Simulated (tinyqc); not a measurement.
Range and order of the fit: effective mass of the light-hole band from tabulated energies.

c = hbar^2/2m0. A uniform scatter of up to 0.1 meV has been added to mimic numerical noise.
Constants: hbar^2/2m0 = 3.80998211 eV angstrom^2.

Energies along [110], from the band edge downward:

| k (1/angstrom) | E (meV) |
|---|---|
| 0.000000 | 0.00000 |
| 0.012000 | 4.90940 |
| 0.024000 | 19.76450 |
| 0.036000 | 43.41760 |
| 0.048000 | 74.93880 |
| 0.060000 | 112.69670 |
| 0.072000 | 155.80750 |
| 0.084000 | 202.40060 |
| 0.096000 | 251.23300 |

reference mass (curvature of the model at k = 0.0001 1/angstrom) = 0.109357 m0

Least-squares fits of E = a k^2 (+ b k^4 + d k^6) over points 1 to n, and the line y = c k^2/E against E; errors of m against the reference.

Results:

| n | E at point n (meV) | one term (%) | two terms (%) | three terms (%) | line (%) | rms residual, one term (meV) |
|---|---|---|---|---|---|---|
| 3 | 43.4 | 3.57 | -0.03 | 2.77 | 1.39 | 0.250 |
| 4 | 74.9 | 6.11 | 0.14 | 0.01 | 0.94 | 0.709 |
| 5 | 112.7 | 9.36 | 0.29 | 0.03 | 0.58 | 1.611 |
| 6 | 155.8 | 13.00 | 1.06 | -0.33 | 0.35 | 2.902 |
| 7 | 202.4 | 17.19 | 1.80 | 0.05 | 0.10 | 4.812 |
| 8 | 251.2 | 21.92 | 2.71 | 0.37 | -0.21 | 7.399 |

What does the comparison show?

The error of the parabola goes from +3.57 to +21.92 % as the range widens, and at n = 8 its residual, 7.40 meV, is only 2.9 % of the top energy: a small residual does not vouch for the mass. Over the full range (n = 8) the best form is the line (0.21 %); the line errs by +1.39 % at n = 3 and -0.21 % at n = 8. Many terms on few points amplify the scatter: three terms err by +2.8 % at n = 3 but by +0.4 % at n = 8.

tinyqc: `OMP_NUM_THREADS=1 python tinyqc.py 1850081 1850082 out.jsonl`; about 0.01 s, one thread, shared Intel(R) Xeon(R) Processor @ 2.30GHz.
